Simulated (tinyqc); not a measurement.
## Charges from the flat band at three thicknesses

Problem. For a gate stack whose outer layer (permittivity e2) is made in three thicknesses t2, Vfb = V0 - (q/eps0) [Qb t2/e2 + r2 t2^2/(2 e2)], with Qb the sheet density of all charge below that layer and r2 the uniform density in it. Find V0, Qb and r2.

Parameters, values chosen for the exercise: relative permittivity of layer 2 e2 = 22.8.

Constants: q = 1.602176634e-19 C, eps0 = 8.8541878128e-14 F/cm where lengths are in cm. Results are converted to the units shown.

t2 (nm): 1.9  4.2  8.4
Vfb (V): -0.38974468  -0.49229486  -0.74022668

Answer. A parabola through the three points gives the three coefficients.

V0 = -0.3228 V
Qb = 3.910e12 cm^-2
r2 = 5.600e18 cm^-3

Program tinyqc, `OMP_NUM_THREADS=1 python tinyqc.py 2010081 2010082 out.jsonl`; Intel Xeon 2.30GHz, shared host, one thread, about 0.01 s.
